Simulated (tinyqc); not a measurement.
# Electron mobility in a silicon inversion layer, empirical terms and Matthiessen rule: effects of single changes

Inversion layer of sheet density Ns on a uniformly doped body. The mobility terms are empirical power laws with prefactors chosen for the exercise; adding their inverses (Matthiessen) is itself an approximation.

Parameters, values chosen for the exercise; material values close to those of silicon:
- T = 300 K (temperature)
- Eg = 1.14 eV (band gap)
- eps_r = 11.5 (relative permittivity of the semiconductor)
- Nc = 2.81e19 cm^-3 (conduction-band density of states at T)
- Nv = 2.65e19 cm^-3 (valence-band density of states at T)
- Nb = 1.1e17 cm^-3 (body doping)
- Vsb = 0.3 V (reverse body bias)
- eta = 0.5 (weight of the inversion charge in the effective field)
- Ap = 443 cm^2/(V s) (phonon-limited mobility at 1 MV/cm and 300 K)
- As = 1180 cm^2/(V s) (roughness-limited mobility at 1 MV/cm)
- gs = 2 (exponent of the roughness term)
- Ac = 2000 cm^2/(V s) (Coulomb prefactor)
- Nit = 1.2e12 cm^-2 (charge at the interface)
- Ns = 1.1e13 cm^-2 (inversion density)

Constants: q = 1.602176634e-19 C, kB = 1.380649e-23 J/K, Vt = kB T/q, eps0 = 8.8541878128e-14 F/cm where lengths are in cm. Results are converted to the units shown.

Each table varies one quantity; the others keep the values above.

## Effect of the body doping

ni = sqrt(Nc Nv) exp(-Eg/(2 Vt)), Eg in volts; Ndep = sqrt(2 eps0 eps_r Nb (2 Vt ln(Nb/ni) + Vsb)/q); E = q (Ndep + eta Ns)/(eps0 eps_r), in MV/cm. With t = T/(300 K): muC = Ac (Ns/1e12 cm^-2) t/(Nb/1e17 cm^-3 + Nit/1e11 cm^-2), muP = Ap E^(-1/3) t^(-1.75), muS = As E^(-gs); 1/mu is the sum of the inverses.

Effect of the body doping:
```
Nb (cm^-3)  E (MV/cm)  muC (cm^2/(V s))  muP (cm^2/(V s))  muS (cm^2/(V s))  mu (cm^2/(V s))
2e16           0.9474              1803             451.1              1315            283.1
4.4e16         0.9893              1768             444.6              1206            274.4
9.7e16          1.053              1696             435.5              1065            261.4
2.1e17          1.146              1560             423.4             899.0            243.0
4.7e17          1.292              1317             406.7             707.0            215.9
1e18            1.497              1000             387.2             526.3            182.4
2.3e18          1.840             628.6             361.5             348.6            138.4
5e18            2.324             354.8             334.4             218.5            96.29
```

Read the table: what changes, and by how much?

As Nb goes from 2e16 to 5e18 cm^-3, E rises from 0.947 to 2.32 MV/cm and mu falls from 283 to 96.3 cm^2/(V s). The smallest term is the phonon one in the first row and the roughness one in the last. For Nb = 2.3e18 to 5e18 cm^-3 E passes 1.5 MV/cm, beyond the usual range of such laws.

## Effect of the reverse body bias

Same model as above.

The same in every row: muC (cm^2/(V s)) = 1679.

Results:
```
Vsb (V)  E (MV/cm)  muP (cm^2/(V s))  muS (cm^2/(V s))  mu (cm^2/(V s))
0            1.037             437.6              1096            263.7
0.4          1.074             432.6              1023            257.4
1.2          1.132             425.0             920.6            247.9
1.6          1.157             422.0             881.6            243.9
2            1.180             419.2             847.8            240.4
2.4          1.201             416.8             818.0            237.1
```

Estimate the missing row, Vsb = 0.8 V.

Computed row:
```
Vsb (V)  E (MV/cm)  muP (cm^2/(V s))  muS (cm^2/(V s))  mu (cm^2/(V s))
0.8          1.105             428.5             966.8            252.3
```

With this row back in the table: As Vsb goes from 0 to 2.4 V, E rises from 1.04 to 1.20 MV/cm and mu falls from 264 to 237 cm^2/(V s). The phonon term is the smallest in the first and the last row.

Program tinyqc, `OMP_NUM_THREADS=1 python tinyqc.py 2510001 2510002 out.jsonl`; Intel Xeon 2.30GHz, shared host, one thread, about 0.01 s.
